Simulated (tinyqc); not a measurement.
What moves the results: defect-molecule model of a vacancy with Jahn-Teller distortion. A value that a table varies takes the place of the one given here.

Four dangling hybrids a, b, c, d point into the vacancy: H_ii = E0, and -gm between any two. A tetragonal distortion Q pairs a with b and c with d: those two couplings become -gm - I Q and the other four -gm + I Q/2, at an elastic cost k Q^2/2. The a1 level holds two electrons; charge states 2+, + and 0 put n = 0, 1, 2 more into the lowest level of t2 origin. Energy from the 2+ state at Q = 0, with the Fermi level mu counted from Ev: W_n(Q) = n (et - 2 I Q) + k Q^2/2 + Uc n (n - 1)/2 - n mu. et = E0 + gm is the undistorted t2 level.

Constants: kB = 8.617333262e-05 eV/K.

Inputs chosen for the exercise (of the size used for the vacancy in silicon; not measured data): E0 = 0.03 eV (level of a dangling hybrid, from Ev); gm = 0.32 eV (coupling between two dangling hybrids); I = 1.04 eV/angstrom (Jahn-Teller coupling); k = 17 eV/angstrom^2 (force constant of the mode); Uc = 0.2 eV (repulsion of two electrons in one orbital); T = 77 K (temperature); mu1 = 0.08 eV (first Fermi level).

## Occupation against the Fermi level

Weights g_n exp(-W_n/kT) with W_n = n et - n^2 E_JT + Uc n (n - 1)/2 - n mu, E_JT = 2 I^2/k, degeneracies 1, 6 (spin and three axes) and 3; mu = mu1 + 0.03 j eV.

Shares:
```
mu (eV)      2+       +       0  mean charge
0.08     1.0000  0.0000  0.0000       2.0000
0.11     1.0000  0.0000  0.0000       2.0000
0.14     1.0000  0.0000  0.0000       2.0000
0.17     0.9965  0.0021  0.0014       1.9952
0.20     0.0780  0.0152  0.9068       0.1712
0.23     0.0000  0.0002  0.9998       0.0002
0.26     0.0000  0.0000  1.0000       0.0000
0.29     0.0000  0.0000  1.0000       0.0000
0.32     0.0000  0.0000  1.0000       0.0000
```

U_eff = Uc - 2 E_JT = -0.054 eV and kT = 6.6 meV. The + state reaches at most 1.52 % on these rows, at mu = 0.20 eV. It is the only paramagnetic state, so such a defect shows little spin resonance in the dark. The mean charge goes from 2.00 to 0.00.

## When U turns negative

The force constant is varied. E_JT = 2 I^2/k, E(2+/+) = et - E_JT, E(+/0) = et - 3 E_JT + Uc, U_eff = Uc - 2 E_JT.

Against k:
```
k (eV/angstrom^2)  E_JT (eV)  (2+/+) (eV)  (+/0) (eV)  U_eff (eV)  Q of the neutral state (angstrom)
8                     0.2704       0.0796     -0.2612     -0.3408                             0.5200
12                    0.1803       0.1697      0.0092     -0.1605                             0.3467
16                    0.1352       0.2148      0.1444     -0.0704                             0.2600
24                    0.0901       0.2599      0.2796      0.0197                             0.1733
32                    0.0676       0.2824      0.3472      0.0648                             0.1300
48                    0.0451       0.3049      0.4148      0.1099                             0.0867
64                    0.0338       0.3162      0.4486      0.1324                             0.0650
96                    0.0225       0.3275      0.4824      0.1549                             0.0433
```

k at which U_eff = 0 = 21.63 eV/angstrom^2

Levels below 0 lie in the valence band. U_eff is negative for k below 4 I^2/Uc = 21.6: 3 of the 8 rows. The gain grows as n^2, so the second electron wins 3 E_JT where the first wins E_JT. For a stiff lattice the levels tend to et = 0.350 and et + Uc = 0.550 eV. Distortions above about 0.5 angstrom (1 of the rows) are beyond a linear coupling.

## What each parameter does

E_JT = 2 I^2/k, E(2+/+) = et - E_JT, E(+/0) = et - 3 E_JT + Uc, U_eff = E(+/0) - E(2+/+); a1 level E0 - 3 gm. Each row changes one parameter from the base and keeps the others.

Results:
```
case                    (2+/+) (eV)  (+/0) (eV)  U_eff (eV)  a1 (eV)
base                         0.2228      0.1683     -0.0545  -0.9300
E0 = 0.08 eV                 0.2728      0.2183     -0.0545  -0.8800
gm = 0.36 eV                 0.2628      0.2083     -0.0545  -1.0500
I = 1.144 eV/angstrom        0.1960      0.0881     -0.1079  -0.9300
k = 18.7 eV/angstrom^2       0.2343      0.2030     -0.0314  -0.9300
Uc = 0.26 eV                 0.2228      0.2283      0.0055  -0.9300
```

The largest shifts from the base row, up to three for each result and ties (the steps differ in size, so this ranks the rows, not the parameters). (2+/+) (eV): E0 +0.0500, gm +0.0400, I -0.0267; unchanged at the printed digits by Uc. (+/0) (eV): I -0.0802, Uc +0.0600, E0 +0.0500. U_eff (eV): Uc +0.0600, I -0.0534, k +0.0231; unchanged at the printed digits by E0 and gm. a1 (eV): gm -0.1200, E0 +0.0500; unchanged at the printed digits by I, k and Uc. E0 and gm move both levels alike, so U_eff depends on I, k and Uc alone.

tinyqc: `OMP_NUM_THREADS=1 python tinyqc.py 1452125 1452126 out.jsonl`; about 0.01 s, one thread, shared Intel(R) Xeon(R) Processor @ 2.30GHz.
